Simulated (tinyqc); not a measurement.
From results back to parameters: BHZ model on a square lattice (one spin block). Two cases, with inputs chosen for the exercise.

Problem. Near Gamma E = -D k^2 -/+ sqrt(A^2 k^2 + (M - B k^2)^2), so the curvature of the upper band, E = |M| + c+ k^2, is c+ = -D + A^2/(2|M|) - B sign(M), and of the lower one c- = -D - A^2/(2|M|) + B sign(M). M and A are given; c+ and c- come from hidden B and D.

Find: D, B; order of the bands.

Method. The mean of the curvatures is -D; half their difference is A^2/(2|M|) - B sign(M). The bands are inverted where M/B > 0.

Case 1.

Values chosen (out of a larger set: of the size used for HgTe wells; not measured data): A = 3.8 eV angstrom; M = 0.0076 eV (mass term).

c+, c- (eV angstrom^2): 1075.000  -961.800

Solution.

D, B (eV angstrom^2): -56.6  -68.4

order of the bands: normal

Case 2.

Values chosen (out of a larger set: of the size used for thin Bi2Se3 films; not measured data): A = 2.59 eV angstrom; M = -0.087 eV (mass term).

c+, c- (eV angstrom^2): 25.052  -16.252

Solution.

D, B (eV angstrom^2): -4.4  -17.9

order of the bands: inverted

Computed by tinyqc, one run a case: `OMP_NUM_THREADS=1 python tinyqc.py N N+1 out.jsonl` with N = 1482425, 1482611; one thread of a shared Intel(R) Xeon(R) Processor @ 2.30GHz, about 0.09 s a run at most.
